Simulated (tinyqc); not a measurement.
Energy and lattice constant: complex band structure along [001] in sp3s* tight binding.

For k = (0, 0, kz) the phase sums are g0 = cos(phi) and g3 = i sin(phi), phi = kz a/4, and the s, pz, s* orbitals of anion (a) and cation (c) decouple from px, py. With z = exp(i phi), H(z) = H0 + z T + T^T/z for any complex z. H0 is diagonal (Esa, Epa, Exa, Esc, Epc, Exc). The anion-cation block is B(z) = z U + W/z and the cation-anion block z W^T + U^T/z, where U has Vss/2 (s,s), Vsapc/2 (s,z), -Vscpa/2 (z,s), Vxx/2 (z,z), Vxapc/2 (s*,z), -Vpaxc/2 (z,s*), and W has the same values with the s-z and s*-z signs reversed. |z| = 1 is a band state, |z| < 1 decays along [001] as exp(-kappa d) over a distance d, kappa = -(4/a) ln|z|. No spin-orbit coupling.

Inputs chosen for the exercise (out of a larger set: near a published set for GaAs, fitted to gaps, whose masses and valley positions are rough (light masses up to twice too heavy); not measured data): p = (-8.326, 1.042, -2.666, 3.682, 8.621, 6.72, -6.471, 1.948, 5.095, 4.496, 5.785, 4.848, 4.807) eV (order Esa, Epa, Esc, Epc, Exa, Exc, Vss, Vxx, Vxy, Vsapc, Vscpa, Vxapc, Vpaxc); a = 5.652 angstrom (lattice constant); dE = 1.27 eV (E - Ev).

The slowest root of the s-pz block and the heavy-hole branch, sinh^2(kappa a/4) = ((E - Epa)(E - Epc) - Vxx^2)/(Vxx^2 - Vxy^2), at E = Ev + dE with Ev the lower root of [[Epa, Vxx], [Vxx, Epc]]; the couplings are kept when a changes.

One parameter was then changed.

Results before and after:

| case | slowest kappa (1/angstrom) | heavy-hole kappa (1/angstrom) |
|---|---|---|
| base | 0.0826 | 0.3045 |
| changed | 0.0793 | 0.3066 |

Which of these changes was made? (a) dE = 1.3 eV; (b) a = 5.822 angstrom.
Answer: (a) dE = 1.3 eV. Of the candidates, run in turn, only this one gives the changed row.

All candidates:

| case | slowest kappa (1/angstrom) | heavy-hole kappa (1/angstrom) |
|---|---|---|
| base | 0.0826 | 0.3045 |
| dE = 1.3 eV | 0.0793 | 0.3066 |
| a = 5.822 angstrom | 0.0802 | 0.2957 |

With the couplings fixed, kappa a stays, so kappa scales as 1/a.

tinyqc: `OMP_NUM_THREADS=1 python tinyqc.py 1451377 1451378 out.jsonl`; about 0.01 s, one thread, shared Intel(R) Xeon(R) Processor @ 2.30GHz.
